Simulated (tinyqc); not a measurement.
Switching kinetics of a ferroelectric film and the memory window of a ferroelectric gate stack. Changing the thickness t_F. Computed by tinyqc, a small Python program. Command: `OMP_NUM_THREADS=1 python tinyqc.py 3009785 3009786 out.jsonl feswitch sweep`. One thread of a shared host (Intel(R) Xeon(R) Processor @ 2.30GHz), about 0.02 s of CPU time with the checks.

Fields in MV/cm; 1 microcoulomb/cm^2 over eps_0 is 11.29409 MV/cm. In the stack (metal, ferroelectric, interlayer, channel) the channel is taken as a conductor.

Inputs (values chosen for the exercise, for a model hafnia-based film):

| quantity | value | unit |
|---|---|---|
| saturation polarisation P_s | 29 | microcoulomb/cm^2 |
| ratio P_r/P_s | 0.8 | - |
| coercive field E_c | 1.2 | MV/cm |
| permittivity of the ferroelectric eps_F | 23 | - |
| permittivity of the interlayer eps_I | 5.5 | - |
| interlayer thickness t_I | 0.92 | nm |
| share s of P screened by trapped charge | 0.76 | - |
| pulse height V | 4.2 | V |
| time constant t_inf | 4.7e-11 | s |
| activation field E_a | 5.9 | MV/cm |
| Merz exponent alpha | 1 | - |
| dimension n | 2 | - |
| pulse length t_p | 1.7e-08 | s |
| breakdown field of the interlayer | 16 | MV/cm |

Kinetics: Kolmogorov-Avrami-Ishibashi (KAI).

Method:
- Saturated branches: P(E) = P_s tanh[(E -/+ E_c)/(2 delta)], delta = E_c/ln[(1 + P_r/P_s)/(1 - P_r/P_s)]; D = P + eps_0 eps_F E.
- At threshold the channel charge is negligible, so D = 0 on each branch: (1 - s) P(E) + eps_0 eps_F E = 0, with the screened share s. The rising branch has the root E0 between 0 and E_c; window = 2 E0 t_F; its upper bound is 2 E_c t_F.
- Series stack: V = E_F t_F + E_I t_I and eps_I E_I = eps_F E_F + (1 - s) P/eps_0. Before switching P = -P_r, after it P = +P_s; in retention V = 0 and P = +P_r.
- Merz's law: t1 = t_inf exp[(E_a/E)^alpha] at the mean of the fields before and after switching. KAI: switched share = 1 - exp[-(t/t1)^n].

One run for each value:

| thickness t_F (nm) | memory window (V) | depolarising field over E_c | E_F after switching (MV/cm) | switching time t1 (s) |
|---|---|---|---|---|
| 4.0 | 0.7232 | 1.1171 | 3.6766 | 1.4666e-10 |
| 7.7 | 1.3922 | 0.7591 | 2.4985 | 2.5081e-10 |
| 11.0 | 1.9889 | 0.5904 | 1.9432 | 4.0474e-10 |
| 15.0 | 2.7121 | 0.4651 | 1.5308 | 7.2293e-10 |
| 23.0 | 4.1586 | 0.3265 | 1.0746 | 2.3064e-09 |
| 26.0 | 4.7010 | 0.2937 | 0.9666 | 3.5634e-09 |
| 30.0 | 5.4242 | 0.2590 | 0.8524 | 6.3649e-09 |

Give the missing row, thickness t_F (nm) = 19.0.

Computed row:
```
thickness t_F (nm)  memory window (V)  depolarising field over E_c  E_F after switching (MV/cm)  switching time t1 (s)
19.0                           3.4353                       0.3837                       1.2628             1.2913e-09
```

Interpolating between the two neighbouring rows (the first column on a logarithmic scale, the others too where they are positive) misses most in switching time t1 (s), by 6.3 %. Over the rows, memory window (V) rises from 0.723 to 5.42 (exponent d ln y / d ln x about 1.0 throughout); depolarising field over E_c falls from 1.12 to 0.259 (exponent d ln y / d ln x -0.59 between the first rows and -0.88 between the last); E_F after switching (MV/cm) falls from 3.68 to 0.852 (exponent d ln y / d ln x -0.59 between the first rows and -0.88 between the last). The exponent of memory window stays at 1: the window is a field times the thickness.

Caution (all rows): the interlayer field exceeds its breakdown field, so charge injection would change the fields. Caution (rows 4.00): a depolarising field above E_c switches the film back, so P_r is not held. Caution (all rows): the field changes much during switching, so one mean field is a crude stand-in. Caution (rows 23.0, 26.0, 30.0): E_F after switching lies below E_c, so switching stalls before P_s and that state is not reached.
